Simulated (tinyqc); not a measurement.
Worked calculation: plane-wave Kohn-Sham cycle with exchange-only LDA in a layered model solid. One step of it, computed by the program tinyqc.

Question. Iteration 1: levels at that k. Diagonalise the Hermitian matrix.

H (hartree):
```
           -2         -1         +0         +1         +2
-2   1.167294  -0.300000  -0.035000   0.000000   0.000000
-1  -0.300000   0.034419  -0.300000  -0.035000   0.000000
+0  -0.035000  -0.300000  -0.192156  -0.300000  -0.035000
+1   0.000000  -0.035000  -0.300000   0.487569  -0.300000
+2   0.000000   0.000000  -0.035000  -0.300000   2.073594
```

Give: eigenvalues.

Answer.

eigenvalues (hartree): -0.500  0.133  0.567  1.243  2.129
